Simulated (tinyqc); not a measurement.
Charge-trap memory cell: one step of the calculation.

Channel, tunnel oxide, storage layer, blocking layer, gate. N electrons per area sit in a sheet at the centroid and shift the threshold by U = (q/eps0) N (tb/eb + xc tn/en). EOT = t1 + 3.9 (tn/en + tb/eb); tunnel field F = (Vg - U)/EOT; dN/dt = eta (J/q)(1 - N/Nm). Fowler-Nordheim: J = A F^2 exp(-B/F), A = q^2/(16 pi^2 hbar mo phi) (times 1e14 for A/cm^2 with F in V/nm, emitter mass m0), B = (4/3) sqrt(mo/C) phi^1.5, C = hbar^2/(2 m0).

Problem. Retention after ten years. Retention: filled traps are spread evenly in depth from E1 to E2, and each empties at the rate nu exp(-E/kB T). The share left is the mean of exp(-nu t exp(-E/kB T)) = [kB T/(E2 - E1)] [E1x(nu t exp(-E2/kB T)) - E1x(nu t exp(-E1/kB T))], E1x the exponential integral; traps shallower than about Ed = kB T ln(nu t) are empty. t = 3.15576e8 s.

Values chosen for this exercise; oxide values close to those of silicon dioxide, storage layer close to silicon nitride, blocking layer close to silicon dioxide:
```
symbol,value,unit,meaning
T,398,K,storage temperature
E1,0.93,eV,shallowest trap depth
E2,1.92,eV,deepest trap depth
nu,1e13,1/s,attempt frequency
```

Constants: q = 1.602176634e-19 C, kB = 1.380649e-23 J/K, Vt = kB T/q. Results are converted to the units shown.

Wanted: Ed; share left; loss a decade while Ed lies between E1 and E2, kB T ln 10/(E2 - E1).

Solution.

Ed = 1.698 eV
share left = 0.2045
loss a decade while Ed lies between E1 and E2, kB T ln 10/(E2 - E1) = 0.07977

Range of the model: The Fowler-Nordheim form needs F t1 above phi; trap-assisted paths and leakage through the blocking layer are left out.

tinyqc, about 0.04 s, one thread, Intel Xeon 2.30GHz (shared host): `OMP_NUM_THREADS=1 python tinyqc.py 2130038 2130039 out.jsonl`
